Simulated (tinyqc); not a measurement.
X-ray photoelectron analysis of a thin oxide on a semiconductor: attenuation lengths, thickness, angle series and band offsets: one step, computed by the program tinyqc. Command: `OMP_NUM_THREADS=1 python tinyqc.py 3114119 3114120 out.jsonl xps walk`. One thread of a shared host (Intel(R) Xeon(R) Processor @ 2.30GHz), about 0.01 s of CPU time with the checks.

The same element is seen in the oxide and in the substrate, at nearly the same kinetic energy; films are flat and uniform, and the work function is ignored.

Task: Band offsets by core levels. Valence band offset = (E_core - E_v)(substrate) - (E_core - E_v)(oxide) + (core level separation at the interface, oxide less substrate). The separation is made here from the given offset; a uniform field F that raises the binding energy towards the surface shifts the oxide peak by e F <z>, <z> = d/(1 - exp(-x)) - d/x, x = d/(L_o cos theta), being the mean distance from the interface. Conduction band offset = oxide gap - substrate gap - valence band offset.

Inputs (values chosen for the exercise, modelled on SiO2 on silicon):
```
quantity                                       value   unit
oxide gap                                       9.01     eV
substrate gap                                   1.12     eV
oxide thickness d                                  2     nm
valence band offset used to make the data       4.59     eV
core level less valence band top, substrate    98.73     eV
core level less valence band top, thick oxide  98.27     eV
field in the oxide                              0.43  MV/cm
```

d/(L_o cos theta) = 0.9433496

Give: separation without field; <z>; separation with field; apparent valence band offset; true conduction band offset; apparent conduction band offset.

Result:

separation without field = 4.13 eV

<z> = 1.155 nm

separation with field = 4.180 eV

apparent valence band offset = 4.640 eV

true conduction band offset = 3.3 eV

apparent conduction band offset = 3.250 eV

The field biases both offsets by 0.050 eV, in opposite directions.
